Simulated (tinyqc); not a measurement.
Energy against buckling: buckled dimers of a reconstructed (001) surface, two dangling bonds a dimer.

In a dimer one atom moves up by z and the other down by z; the dangling bond of the up atom (more s-like) falls by gm z and that of the down atom rises by gm z. With all dimers tilted alike: H(k) = [[-gm z - 2 ta cos k, -tp - 2 tx cos k], [., gm z - 2 ta cos k]], k along the row in 1/a. Two electrons a dimer fill the lowest N of the 2N levels on the mesh k_j = (j + 1/2) pi/N. Total energy a dimer: W(z) = (2/N) sum of the filled levels + kf z^2. Repulsion between electrons is left out.

Values chosen for the exercise (of the size met on Si(001); shifted at random, so the results belong to these values and not to a real crystal): tp = 0.35 eV (pi coupling inside a dimer); ta = 0.12 eV (coupling between like atoms along the row); tx = 0.06 eV (diagonal coupling along the row); gm = 1.64 eV/angstrom (shift of a dangling bond with height); kf = 4.6 eV/angstrom^2 (force constant of buckling); N = 12 (k points).

W relative to z = 0; gap as lowest upper less highest lower level on 201 points from 0 to pi.

Per dimer (eV):

| z (angstrom) | band energy | elastic | W | gap |
|---|---|---|---|---|
| 0.00 | 0.0000 | 0.0000 | 0.0000 | 0.2200 |
| 0.10 | -0.0766 | 0.0460 | -0.0306 | 0.3003 |
| 0.15 | -0.1614 | 0.1035 | -0.0579 | 0.3873 |
| 0.20 | -0.2665 | 0.1840 | -0.0825 | 0.4937 |
| 0.30 | -0.5155 | 0.4140 | -0.1015 | 0.7435 |
| 0.40 | -0.7946 | 0.7360 | -0.0586 | 1.0221 |
| 0.50 | -1.0900 | 1.1500 | 0.0600 | 1.3168 |
| 0.60 | -1.3949 | 1.6560 | 0.2611 | 1.6210 |

Give the missing row, z (angstrom) = 0.05.

Computed row:
```
z (angstrom)  band energy  elastic        W     gap
0.05              -0.0201   0.0115  -0.0086  0.2413
```

W is lowest at z = 0.3 among these rows (-0.1015 eV). The band energy falls as z^2 at first and linearly, as -2 gm z, once gm z is far above tp, so the elastic term always wins at large z. The gap is open at all z.

Run: tinyqc, `OMP_NUM_THREADS=1 python tinyqc.py 1451470 1451471 out.jsonl`; Intel(R) Xeon(R) Processor @ 2.30GHz, one thread, shared host; about 0.04 s of CPU time with all checks.
